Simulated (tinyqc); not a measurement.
Inside a calculation: Lorentz oscillators and the Kramers-Kronig relations. Values are carried at full precision from step to step, so a last printed digit may differ when a step is redone from the rounded ones.

eps(E) = 1 + sum_j S_j/(E0_j^2 - E^2 - i G_j E).

Constants: hbar c = 1973.269805 eV angstrom; hbar^2/2m0 = 3.80998211 eV angstrom^2; e^2/(4 pi eps0) = 14.39964547 eV angstrom.

Values chosen for the exercise:
```
symbol  value         unit  meaning
E0      (2.19, 4.61)  eV    resonances
G       (0.37, 0.72)  eV    widths
S       (15.5, 68.1)  eV^2  strengths
E       6.7           eV    photon energy
h       0.4           eV    grid step
M       36                  grid points E_j = j h
i       14                  grid index at which eps1 is wanted
```

## Dielectric function at one energy

Evaluate each oscillator and the sum.

terms: [-0.3851+0.0238i, -2.7658+0.5644i]

eps(E) = -2.1509+0.5882i
eps(0) = 7.4362

## Optical constants

n + i k = sqrt(eps1 + i eps2) with k >= 0; R = ((n - 1)^2 + k^2)/((n + 1)^2 + k^2) at normal incidence from vacuum; alpha = 2 E k/(hbar c), times 1e8 for 1/cm; loss function Im(-1/eps) = eps2/(eps1^2 + eps2^2).

Convert eps at the photon energy E into the optical constants.

n = 0.1987
k = 1.4800
R = 0.7809
alpha = 1.01e+06 1/cm
loss function = 0.1183
vacuum wavelength hc/E (hc = 1239.841984 eV nm) = 185.1 nm

The intensity falls to 1/e within 9.95 nm. eps1 is negative, so k exceeds n, as in a metal below its plasma energy; R is 0.78.

## Absorptive part on the grid

Tabulate eps2 at E_j = j h.

eps2(E_j), j = 1 .. M: [0.1507, 0.3565, 0.7501, 1.9386, 10.0362, 8.4976, 2.2996, 1.8309, 2.6404, 5.6460, 15.9618, 15.6265, 5.4256, 2.3638, 1.2809, 0.7940, 0.5369, 0.3854, 0.2889, 0.2239, 0.1780, 0.1445, 0.1193, 0.0999, 0.0847, 0.0726, 0.0628, 0.0547, 0.0480, 0.0424, 0.0377, 0.0336, 0.0302, 0.0272, 0.0246, 0.0223]

## eps1 at one grid point

Kramers-Kronig: eps1(E) = 1 + (2/pi) P integral_0^infinity E1 eps2(E1)/(E1^2 - E^2) dE1. Maclaurin rule on the grid E_j = j h, j = 1 .. M: eps1(E_i) = 1 + (4 h/pi) sum over j with j - i odd of E_j eps2(E_j)/(E_j^2 - E_i^2); nothing is added above E_M.

List the terms E_j eps2_j/(E_j^2 - E_i^2) for j - i odd, add them and form eps1.

terms in order of j (1/eV): [-0.0019, -0.0301, -0.7336, -0.2738, -0.5166, -5.8527, -6.5308, 1.6563, 0.2453, 0.0832, 0.0381, 0.0206, 0.0123, 0.0079, 0.0054, 0.0038, 0.0028, 0.0021]

sum = -11.862 1/eV
eps1(E_i) = -5.041

The oscillator formula gives -5.392 at E_i = 5.6 eV. The rule samples every 2h = 0.8 eV against a narrowest width of 0.37 eV and stops at 14.4 eV; coarse sampling and the missing tail make the difference.

## The f-sum on the grid

W(E_M) = (2/pi) h sum_j E_j eps2_j, with half weight on the last point; the full integral equals sum S_j = (hbar omega_p)^2, and the electron density follows from (hbar omega_p)^2 = 8 pi c (e^2/(4 pi eps0)) N with c = hbar^2/2m0.

W(E_M) = 78.95 eV^2
sum S = 83.60 eV^2
share reached on this grid (a step near the line widths can inflate it) = 0.944
hbar omega_p = 9.143 eV
N = 6.06e+22 1/cm^3

## Checks

- The value of eps1 at 6.722 eV from a fine, long grid (with the tail of eps2 ~ 1/E^3 added) against the oscillator formula: both -2.12.

Computed by tinyqc, a small Python program: `OMP_NUM_THREADS=1 python tinyqc.py 1681571 1681572 out.jsonl` (the numbers bound the seed that draws the inputs); one thread of a shared host (Intel(R) Xeon(R) Processor @ 2.30GHz), about 0.2 s for the whole set of steps.
